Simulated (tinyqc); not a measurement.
# Donor binding, ionisation and the Mott limit: Freeze-out

Hydrogenic donor: Ry = (m0 q^3/(8 eps0^2 h^2)) me/eps_r^2 in eV, E0 = cc Ry, radius a = q/(8 pi eps0 eps_r E0), Mott density Nm = (0.26/a)^3. Below Nm the level sinks as Ed = E0 [1 - (N/Nm)^(1/3)]. Neutrality: Nc F12(eta) = N/(1 + 2 exp(eta + Ed/kB T)), F12(x) = (2/sqrt(pi)) int_0^infinity sqrt(u)/(1 + exp(u - x)) du.

Nc is given at 200 K and scales as T^1.5.

Inputs (values chosen for the exercise); band and dielectric values close to those of gallium phosphide:
- eps_r = 11 (relative permittivity)
- me = 0.295 m0 (mass in the hydrogenic formula, set independently of Nc)
- Nc = 9.69e18 cm^-3 (conduction-band density of states at 200 K)
- cc = 2.1 (ratio of the true binding energy to the hydrogenic one)
- N = 1.1e19 cm^-3 (donor density)

Constants: q = 1.602176634e-19 C, kB = 1.380649e-23 J/K, eps0 = 8.8541878128e-12 F/m, h = 6.62607015e-34 J s, m0 = 9.1093837015e-31 kg, Vt = kB T/q. Results are converted to the units shown.

Result of one run:
```
eta      n (cm^-3)  ionised (%)  ln(n/T^0.75)
-1.1223  5.2260e18       47.509        38.822
```

Which temperature T gave this result: 30, 60, 220 or 300 K?

T = 300 K.

The whole series:
```
T (K)       eta  n (cm^-3)  ionised (%)  ln(n/T^0.75)
30      -1.4726  1.1977e17       1.0888        36.773
45     -0.88059  3.7710e17       3.4282        37.616
60     -0.65760  7.0592e17       6.4174        38.028
80     -0.55972  1.1824e18       10.749        38.328
110    -0.56631  1.8957e18       17.233        38.561
150    -0.66415  2.7746e18       25.224        38.709
220    -0.88224  4.0704e18       37.003        38.805
300     -1.1223  5.2260e18       47.509        38.822
400     -1.3872  6.3119e18       57.381        38.795
```

The ionised share rises from 1.09 to 57.4 %. Between the first two rows ln(n/T^0.75) has the slope -6.54 meV against q/kB T; deep freeze-out without compensation gives -Ed/2 = -6.84 meV.

Range of the model: A sharp level with degeneracy 2 overstates freeze-out near Nm, where the impurity band broadens and merges with the conduction band.

Computed by the program tinyqc: `OMP_NUM_THREADS=1 python tinyqc.py 2330025 2330026 out.jsonl`, one thread of a shared Intel Xeon 2.30GHz, about 0.02 s for the whole run.
